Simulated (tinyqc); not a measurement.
# Epitaxial growth on a vicinal surface: Burton-Cabrera-Frank step flow, step-edge barrier and island nucleation, step by step

A worked calculation. Computed by tinyqc, a small Python program that keeps every step. Command: `OMP_NUM_THREADS=1 python tinyqc.py 3008818 3008819 out.jsonl stepflow walk`. One thread of a shared host (Intel(R) Xeon(R) Processor @ 2.30GHz), about 0.03 s of CPU time with the checks. Intermediate numbers are printed to about 5 digits and carried at full precision; extremes and crossings named in words are read from the listed rows.

Adatoms land at rate F, hop on a square grid (a simplification for hexagonal faces), desorb, or join steps. Lengths are in units of a and n is the adatom coverage. Steps ascend at x = 0 and descend at x = l.

Inputs (values chosen for the exercise, close to those used for GaAs(001)):
```
quantity,value,unit
site spacing a,4,angstrom
step height h,2.83,angstrom
diffusion barrier E_d,1.35,eV
desorption energy E_a,2.52,eV
adatom formation energy E_f,0.895,eV
step-edge barrier E_s,0,eV
attempt frequency nu,1,THz
deposition rate F,2.4,layers/s
miscut angle,0.5,degrees
temperature T,620,C
critical nucleus size i,1,-
```

Constants: k_B = 8.617333262e-05 eV/K.

## Scales

D = nu exp(-E_d/(k_B T)) (a^2/s, nu counted per direction); tau = exp(E_a/(k_B T))/nu; x_s = sqrt(D tau); n_eq = exp(-E_f/(k_B T)); terrace width l = h/(a tan(miscut)); Schwoebel length l_s = exp(E_s/(k_B T)) - 1. Temperatures in kelvin are T(C) + 273.15.

D = 24119 a^2/s

lifetime tau = 165.81 s

diffusion length x_s = 1999.8 a

equilibrium coverage n_eq = 8.9081e-06

terrace width l = 81.071 a

Schwoebel length l_s = 0 a

l/x_s = 0.0405: nearly every adatom reaches a step.

## Terrace solution

D n'' - n/tau + F = 0 with n(0) = n_eq and -l_s n'(l) = n(l) - n_eq. With u = n - F tau, A = n_eq - F tau, y = l/x_s, s = l_s/x_s: u = A cosh(x/x_s) + B sinh(x/x_s), B = A (1 - cosh y - s sinh y)/(sinh y + s cosh y). Flux into the ascending step J+ = D B/x_s, over the descending one J- = -(D/x_s)(A sinh y + B cosh y); step velocity J+ + J-; growth rate (J+ + J-)/l. For small y: J+ + J- = (F - n_eq/tau) l, J-/J+ = l/(l + 2 l_s). The coverage peaks where n' = 0, tanh(x/x_s) = -B/A.

J+ = 97.272 atoms per step site and s

J- = 97.272 atoms per step site and s

growth rate = 2.3997 layers/s

peak coverage = 0.081748

position of the peak = 40.536 a

0.014 % of the flux desorbs; even closely spaced steps lose n_eq/tau, 2.2e-6 % of F. The ascending step takes 50.0 %, half, as there is no barrier. Caution: twice the distance from the ascending step to the coverage peak exceeds the expected island spacing [0.25 (F/D)^(i/(i+2)) exp(E_i/((i+2) k_B T))]^(-1/2) by 40 % or more, so islands nucleate and the step-flow values are formal.

## Step flow or islands

Island density on a flat surface without desorption: N = 0.25 (F/D)^(i/(i+2)) exp(E_i/((i+2) k_B T)) per site, with E_i = 0 for i = 1; spacing l_n = N^(-1/2). Step flow needs an effective width l_eff = 2 x(peak) below l_n.

island density N on a flat surface = 0.011585 per site

island spacing l_n = 9.2908 a

ratio l_eff/l_n = 8.7260

Islands nucleate on the terraces, and a step-flow solution would overstate the coverage. Caution: the prefactor 0.25 and the criterion are estimates, good to a factor of about two in length.

## Growth mode over temperature

x(peak) solves tanh(x/x_s) = -B/A. Rows where evaporation outweighs deposition are left out.

Scales:
```
T (C),x_s (a),l_s (a),incorporated share,l_n (a),l_eff/l_n
420,17924,0,1.00000,3.997,20.284
470,9274,0,0.99999,5.150,15.743
520,5214,0,0.99998,6.427,12.615
570,3139,0,0.99994,7.812,10.378
620,2000,0,0.99986,9.291,8.726
670,1337,0,0.99969,10.848,7.473
720,930,0,0.99937,12.471,6.501
770,670,0,0.99877,14.145,5.731
820,498,0,0.99772,15.861,5.111
```

The ratio stays above 1: islands in every row. Incorporation goes from 100.0 % to 99.8 %.

Checks made by the program: growth rate against F minus desorption, from a numerical solution (relative difference below 1e-10).
